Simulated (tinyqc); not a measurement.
## Surface Green function of a dimerised chain, Sancho-Rubio decimation: densities of states against energy

A semi-infinite lead of cells 0, 1, 2, ... with H0 inside a cell and H1 = <cell i|H|cell i + 1>. Cell A, B with A at the surface; -t1 joins A and B, -t2 joins B to the next A. z = E + i eta.

Start with e_s = e = H0, a = H1, b = H1^dagger. Each round: g = (z - e)^(-1); e_s <- e_s + a g b; e <- e + a g b + b g a; a <- a g a; b <- b g b (all with the old a, b). Round k joins cells 2^k apart. Stop when the largest entry of the matrices a and b is below 1e-12 eV; g_s = (z - e_s)^(-1), bulk (z - e)^(-1), density of states -Im Tr/pi. Here eta = 0.0002 eV. Open modes are the crossings of E with the bands of H0 + H1 exp(ik) + H1^dagger exp(-ik) for 0 < k < pi.

H0 (eV):
```
      A     B
A     0  -1.2
B  -1.2     0
```

H1 (eV):
```
    A  B
A   0  0
B  -1  0
```

Densities of states against energy:
```
E (eV)  open modes  rounds  surface (1/eV)  bulk (1/eV)
-2.42            0       5        1.251e-4     3.021e-4
-1.98            1      17          0.5650       0.6673
-1.54            1      17          0.6561       0.4087
-1.1             1      18          0.5487       0.3398
-0.66            1      18          0.4146       0.3183
-0.22            1      16          0.1497       0.6981
0                0       8        1.889e-4     2.894e-4
0.22             1      16          0.1497       0.6981
0.66             1      18          0.4146       0.3183
1.1              1      18          0.5487       0.3398
1.54             1      17          0.6561       0.4087
1.98             1      17          0.5650       0.6673
2.42             0       5        1.251e-4     3.021e-4
```

What does the table show?

The bands of the infinite lead run over -2.20 to -0.200, 0.200 to 2.20 eV. The rounds lie between 5 and 18, 6.0 on average outside the bands and 17.2 inside. The surface density of states is largest at E = -1.54 and 1.54 eV among the rows (0.656 1/eV, bulk 0.409).

tinyqc, about 0.01 s, one thread, Intel Xeon 2.30GHz (shared host): `OMP_NUM_THREADS=1 python tinyqc.py 2680024 2680025 out.jsonl`
